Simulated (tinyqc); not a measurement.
Energy and delay of logic against supply voltage: two steps of the calculation.

One expression serves below and above threshold: I(Vg) = Ik [ln(1 + exp((Vg - VT + dd V)/(al nf Vt)))]^al, with I_on = I(V) and I_off = I(0). Gate delay td = kd C V/I_on, clock period LD td. Per gate and cycle the switching energy is act C V^2 and the leakage energy I_off V LD td. No short-circuit current, no variation. Minima are sought above 0.09 V; below a few Vt gates no longer switch and the model has no meaning.

Inputs (values chosen for the exercise); values of the order met in logic technologies:
```
symbol,value,unit,meaning
T,358,K,temperature
VT,0.28,V,threshold voltage at zero drain bias
nf,1.06,,slope factor
dd,0.04,,barrier lowering per volt of supply
Ik,2.4,uA,specific current of a gate
al,1.62,,exponent of the current law
C,0.34,fF,load capacitance of a gate
kd,0.6,,delay factor
LD,12,,logic depth
act,0.02,,activity factor
V,0.33,V,supply voltage
```

Constants: q = 1.602176634e-19 C, kB = 1.380649e-23 J/K, Vt = kB T/q. Results are converted to the units shown.

Question 1. Currents, delay and energies. I_on, I_off, td, clock frequency 1/(LD td), both energies and their sum.

Find: I_on; I_off; td; clock frequency; switching energy; leakage energy; energy.

Answer 1.

I_on = 4.4203 uA
I_off = 0.68333 nA
td = 15.230 ps
clock frequency = 5.4718 GHz
switching energy = 0.74052 aJ
leakage energy = 0.041211 aJ
energy = 0.78173 aJ

I_on/I_off = 6470; leakage makes up 5.27 % of the energy.

Question 2. New V. Minimum-energy supply: E(V) is the energy per gate and cycle; with h = 0.001 V, E' = (E(V + h) - E(V - h))/(2 h), E'' = (E(V - h) - 2 E(V) + E(V + h))/h^2, V(new) = V - E'/E''.

V after iteration 2 = 0.22157619 V

Give: E'; E''; V after iteration 3.

Answer 2.

E' = -0.01213 aJ/V
E'' = 69.92 aJ/V^2
V after iteration 3 = 0.2217 V

Numbers from tinyqc (`OMP_NUM_THREADS=1 python tinyqc.py 2082113 2082114 out.jsonl`; about 0.01 s on one thread of a shared Intel Xeon 2.30GHz).
